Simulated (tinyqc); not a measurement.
On-chip power grid, static voltage drop by conjugate gradients: two steps of the calculation.

A grid of 3 rows and 3 columns, node k = 3 row + column. Neighbours in a row are joined by Rx, in a column by Ry; pad nodes, which reach the supply through Rp: 0, 2, 6, 8. Each node draws I0, node 7 draws kh I0. The drops u = Vdd - V solve G u = i, with G the conductance matrix (1/Rp added on the diagonal at pad nodes).

Inputs (values chosen for the exercise):
```
symbol  value  unit                                   meaning
Vdd      0.75     V                            supply voltage
Rx       0.19   ohm        resistance of a horizontal segment
Ry        1.3   ohm          resistance of a vertical segment
Rp       0.33   ohm  resistance from a pad node to the supply
I0         11    mA          load current of an ordinary node
kh          3              factor on the load at the hot node
```

Task 1. Conjugate-gradient step. q = G p; with z = r/G_kk: a = (r.z)/(p.q); u(new) = u + a p; r(new) = r - a q; b = (r.z)(new)/(r.z); p(new) = z(new) + b p.

u at the start (mV):

|  | col 0 | col 1 | col 2 |
|---|---|---|---|
| row 0 | 0 | 0 | 0 |
| row 1 | 0 | 0 | 0 |
| row 2 | 0 | 0 | 0 |

r at the start (mA):

|  | col 0 | col 1 | col 2 |
|---|---|---|---|
| row 0 | 11 | 11 | 11 |
| row 1 | 11 | 11 | 11 |
| row 2 | 11 | 33 | 11 |

p at the start (mV):

|  | col 0 | col 1 | col 2 |
|---|---|---|---|
| row 0 | 1.2137674 | 0.97383513 | 1.2137674 |
| row 1 | 1.6172619 | 0.91174497 | 1.6172619 |
| row 2 | 1.2137674 | 2.9215054 | 1.2137674 |

Give: q; a; u after iteration 1; r after iteration 1; b; p after iteration 1.

Result 1.

q (mA):

|  | col 0 | col 1 | col 2 |
|---|---|---|---|
| row 0 | 4.63 | -2.48 | 4.63 |
| row 1 | 4.33 | -9.02 | 4.33 |
| row 2 | -5.62 | 19.52 | -5.62 |

a = 3.553

u after iteration 1 (mV):

|  | col 0 | col 1 | col 2 |
|---|---|---|---|
| row 0 | 4.31 | 3.46 | 4.31 |
| row 1 | 5.75 | 3.24 | 5.75 |
| row 2 | 4.31 | 10.38 | 4.31 |

r after iteration 1 (mA):

|  | col 0 | col 1 | col 2 |
|---|---|---|---|
| row 0 | -5.45 | 19.80 | -5.45 |
| row 1 | -4.40 | 43.05 | -4.40 |
| row 2 | 30.97 | -36.37 | 30.97 |

b = 2.568

p after iteration 1 (mV):

|  | col 0 | col 1 | col 2 |
|---|---|---|---|
| row 0 | 2.515 | 4.254 | 2.515 |
| row 1 | 3.506 | 5.910 | 3.506 |
| row 2 | 6.535 | 4.283 | 6.535 |

Task 2. Worst drop, pad currents and power lost. Pad current u/Rp; worst drop as a share of Vdd; power lost in the grid and pads sum_k i_k u_k; power delivered sum_k i_k (Vdd - u_k).

converged u (mV):

|  | col 0 | col 1 | col 2 |
|---|---|---|---|
| row 0 | 8.749816 | 10.361381 | 8.749816 |
| row 1 | 17.892287 | 18.114379 | 17.892287 |
| row 2 | 11.215184 | 14.606527 | 11.215184 |

Find: worst drop; share of Vdd; pad currents; power lost; power delivered.

Result 2.

worst drop = 18.114 mV
share of Vdd = 2.4153 %
pad currents (mA): node 0 26.515, node 2 26.515, node 6 33.985, node 8 33.985
power lost = 1.6281 mW
power delivered = 89.122 mW

The pad currents add up to the total load, 121.0 mA. The worst drop is at node 4, not at the hot node.

Computed by the program tinyqc: `OMP_NUM_THREADS=1 python tinyqc.py 2770129 2770130 out.jsonl`, one thread of a shared Intel Xeon 2.30GHz, about 0.08 s for the whole run.
